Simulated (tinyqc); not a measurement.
How far the spectrum must be known: Lorentz oscillators and the Kramers-Kronig relations.

eps(E) = 1 + sum_j S_j/(E0_j^2 - E^2 - i G_j E).

Kramers-Kronig: eps1(E) = 1 + (2/pi) P integral_0^infinity E1 eps2(E1)/(E1^2 - E^2) dE1. Maclaurin rule on the grid E_j = j h, j = 1 .. M: eps1(E_i) = 1 + (4 h/pi) sum over j with j - i odd of E_j eps2(E_j)/(E_j^2 - E_i^2); nothing is added above E_M.

Values chosen for the exercise (line positions loosely like those of GaN; Lorentz tails absorb below the gap, where the real solid is clear; the results hold for these values, not for the real material): E0 = (4.3, 7.04, 9.09) eV (resonances); G = (1.06, 1.01, 1.97) eV (widths); S = (9.8, 55.4, 82.8) eV^2 (strengths); E_t = 1 eV (energy below the first line).

The integrals are done by adaptive quadrature and cut at E_cut. f-sum share: (2/pi) integral of E eps2 over sum S. Static share: (2/pi) integral of eps2/E over eps(0) - 1.

Cut integrals:

| E_cut (eV) | eps1(E_t) | f-sum share | static share |
|---|---|---|---|
| 7.3 | 2.595 | 0.314 | 0.584 |
| 10.0 | 3.503 | 0.754 | 0.921 |
| 13.6 | 3.678 | 0.898 | 0.987 |
| 27.3 | 3.710 | 0.961 | 0.999 |
| 45.5 | 3.712 | 0.978 | 1.000 |

Give the missing row, E_cut (eV) = 18.2.

Computed row:
```
E_cut (eV)  eps1(E_t)  f-sum share  static share
18.2            3.702        0.936         0.996
```

eps1(E_t) from the formula = 3.712

Cut at 10 eV, just above the last line, eps1(E_t) lacks 0.210; cut at 45.5 eV it lacks 0.001. At 13.6 eV the static sum has reached 0.987 and the f-sum only 0.898: the f-sum weights eps2 by E and the static sum by 1/E, so the f-sum needs the far tail.

(tinyqc, `OMP_NUM_THREADS=1 python tinyqc.py 1652573 1652574 out.jsonl`, Intel(R) Xeon(R) Processor @ 2.30GHz, 1 thread, shared host, about 0.2 s.)
